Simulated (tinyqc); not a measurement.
Plane-wave Kohn-Sham cycle with exchange-only LDA in a layered model solid, step by step. Computed by tinyqc, a small Python program that keeps every step. Settings: points = 16, plane-wave index or count = 2, electrons = 2, k points = 4, area = 13.0, mixing = 1.0, iteration cap = 56. Command: `OMP_NUM_THREADS=1 python tinyqc.py 28296 28297 out.jsonl` (the two numbers bound the seeds that draw the settings). One thread of a shared host (Intel(R) Xeon(R) Processor @ 2.60GHz), about 0.03 s of CPU time with the checks. Later iterations appear only in the table of the cycle.

## Iteration 1: potential

A solid whose potential varies along x alone (atomic units):
```
parameter                      value
period a                   11.600000
cross-section of the cell  13.000000
electrons per cell                 2
grid points                       16
plane waves -n..n, n               2
k points                           4
V1 in V1 cos(2 pi x/a)     -0.160000
```

density at the start, on the grid x_j = j a/N (e/bohr^3): [0.01326260, 0.01326260, 0.01326260, 0.01326260, 0.01326260, 0.01326260, 0.01326260, 0.01326260, 0.01326260, 0.01326260, 0.01326260, 0.01326260, 0.01326260, 0.01326260, 0.01326260, 0.01326260]

V_H(G) = 4 pi rho(G)/G^2 for G != 0 (uniform background); v_x = -(3 rho/pi)^(1/3); V = V_ext + V_H + v_x; Fourier components f(G_m) = (1/N) sum_j f(x_j) exp(-i G_m x_j).

Potentials on the grid (hartree):
```
x              V_ext       V_H        v_x          V
0.000000   -0.160000  0.000000  -0.233095  -0.393095
0.725000   -0.147821  0.000000  -0.233095  -0.380916
1.450000   -0.113137  0.000000  -0.233095  -0.346232
2.175000   -0.061229  0.000000  -0.233095  -0.294325
2.900000           0  0.000000  -0.233095  -0.233095
3.625000    0.061229  0.000000  -0.233095  -0.171866
4.350000    0.113137  0.000000  -0.233095  -0.119958
5.075000    0.147821  0.000000  -0.233095  -0.085274
5.800000    0.160000  0.000000  -0.233095  -0.073095
6.525000    0.147821  0.000000  -0.233095  -0.085274
7.250000    0.113137  0.000000  -0.233095  -0.119958
7.975000    0.061229  0.000000  -0.233095  -0.171866
8.700000           0  0.000000  -0.233095  -0.233095
9.425000   -0.061229  0.000000  -0.233095  -0.294325
10.150000  -0.113137  0.000000  -0.233095  -0.346232
10.875000  -0.147821  0.000000  -0.233095  -0.380916
```

V(G_m), m = 0, 1, 2, ... (hartree): [-0.233095, -0.080000, 0.000000, 0.000000, 0.000000]

## Iteration 1: Hamiltonian at one k

k = 0.125000 2 pi / a

H(m,m') = (k + G_m)^2/2 delta + V(G_m - G_m'), with V(-G) = V(G).

H (hartree), order -2, -1, +0, +1, +2:
$$\begin{pmatrix}
0.282628 & -0.080000 & 0.000000 & 0.000000 & 0.000000 \\
-0.080000 & -0.120782 & -0.080000 & 0.000000 & 0.000000 \\
0.000000 & -0.080000 & -0.230803 & -0.080000 & 0.000000 \\
0.000000 & 0.000000 & -0.080000 & -0.047435 & -0.080000 \\
0.000000 & 0.000000 & 0.000000 & -0.080000 & 0.429322
\end{pmatrix}$$

## Iteration 1: levels at that k

Diagonalise the Hermitian matrix.

eigenvalues (hartree): [-0.296359, -0.110832, -0.020889, 0.298365, 0.442644]

## Iteration 1: new density

Motion across x is left out: the lowest 1 band(s) hold two electrons at each of the k points (j + 1/2)/nk - 1/2. Residual R = rho(out) - rho(in); rho(new) = rho(in) + 1 R. rho(out) = 2/(a A nk) sum |psi|^2 with psi = sum c exp(i G x). Harris energy E = band energy - dV sum rho (V_H/2 + v_x) + (3/4) dV sum rho v_x with rho(in), dV = a A/N, band energy = (2/nk) sum of the filled levels.

rho(out) (e/bohr^3): [0.03684402, 0.03341591, 0.02495098, 0.01540155, 0.00795915, 0.00355556, 0.00147822, 0.00067738, 0.00048008, 0.00067738, 0.00147822, 0.00355556, 0.00795915, 0.01540155, 0.02495098, 0.03341591]

density after iteration 1 (e/bohr^3): [0.03684402, 0.03341591, 0.02495098, 0.01540155, 0.00795915, 0.00355556, 0.00147822, 0.00067738, 0.00048008, 0.00067738, 0.00147822, 0.00355556, 0.00795915, 0.01540155, 0.02495098, 0.03341591]

energy per cell = -0.47343964 hartree

## Iteration 2: potential

As before.

Potentials on the grid (hartree):
```
x              V_ext        V_H        v_x          V
0.000000   -0.160000   0.806040  -0.327677   0.318363
0.725000   -0.147821   0.730103  -0.317182   0.265101
1.450000   -0.113137   0.523886  -0.287753   0.122996
2.175000   -0.061229   0.241035  -0.245007  -0.065201
2.900000           0  -0.057174  -0.196613  -0.253788
3.625000    0.061229  -0.322074  -0.150300  -0.411145
4.350000    0.113137  -0.524143  -0.112177  -0.523183
5.075000    0.147821  -0.649064  -0.086484  -0.587727
5.800000    0.160000  -0.691177  -0.077107  -0.608284
6.525000    0.147821  -0.649064  -0.086484  -0.587727
7.250000    0.113137  -0.524143  -0.112177  -0.523183
7.975000    0.061229  -0.322074  -0.150300  -0.411145
8.700000           0  -0.057174  -0.196613  -0.253788
9.425000   -0.061229   0.241035  -0.245007  -0.065201
10.150000  -0.113137   0.523886  -0.287753   0.122996
10.875000  -0.147821   0.730103  -0.317182   0.265101
```

V(G_m), m = 0, 1, 2, ... (hartree): [-0.199739, 0.230067, 0.027190, 0.001645, 0.000180]

## Iteration 2: Hamiltonian at one k

k = 0.125000 2 pi / a

As before.

H (hartree), order -2, -1, +0, +1, +2:
$$\begin{pmatrix}
0.315984 & 0.230067 & 0.027190 & 0.001645 & 0.000180 \\
0.230067 & -0.087426 & 0.230067 & 0.027190 & 0.001645 \\
0.027190 & 0.230067 & -0.197446 & 0.230067 & 0.027190 \\
0.001645 & 0.027190 & 0.230067 & -0.014078 & 0.230067 \\
0.000180 & 0.001645 & 0.027190 & 0.230067 & 0.462679
\end{pmatrix}$$

## Iteration 2: levels at that k

As before.

eigenvalues (hartree): [-0.464991, -0.173572, 0.094681, 0.443033, 0.580562]

## Iteration 2: new density

As before.

rho(out) (e/bohr^3): [0.00002743, 0.00003964, 0.00017859, 0.00103037, 0.00431867, 0.01251314, 0.02587559, 0.03946725, 0.04532767, 0.03946725, 0.02587559, 0.01251314, 0.00431867, 0.00103037, 0.00017859, 0.00003964]

density after iteration 2 (e/bohr^3): [0.00002743, 0.00003964, 0.00017859, 0.00103037, 0.00431867, 0.01251314, 0.02587559, 0.03946725, 0.04532767, 0.03946725, 0.02587559, 0.01251314, 0.00431867, 0.00103037, 0.00017859, 0.00003964]

energy per cell = -1.28834208 hartree

## Convergence

Stop when sqrt(dV sum R^2) is below 1e-8, dV = a A/N.

Course of the cycle:
```
iteration  E (hartree)  norm of the residual
1          -0.47343964              1.58e-01
2          -1.28834208              3.31e-01
3          -2.06848847              3.71e-01
4          -1.69356628              3.75e-01
5          -2.12019249              3.76e-01
6          -1.69715497              3.76e-01
7          -2.12097834              3.76e-01
8          -1.69722651              3.76e-01
9          -2.12099412              3.76e-01
10         -1.69722795              3.76e-01
11         -2.12099444              3.76e-01
...                ...                   ...
46         -1.69722798              3.76e-01
47         -2.12099445              3.76e-01
48         -1.69722798              3.76e-01
49         -2.12099445              3.76e-01
50         -1.69722798              3.76e-01
51         -2.12099445              3.76e-01
52         -1.69722798              3.76e-01
53         -2.12099445              3.76e-01
54         -1.69722798              3.76e-01
55         -2.12099445              3.76e-01
56         -1.69722798              3.76e-01
```

Not converged within 56 iterations: the residual has stopped falling: the iteration swings between two states. Reruns (cap 100 unless said): mixing 0.1: not converged; mixing 0.5, Kerker q0 1.0: converged in 40 (E = -0.35065); mixing 0.3, Pulay depth 5: converged in 18 (E = -0.35065); the original settings with a cap of 400: not converged.
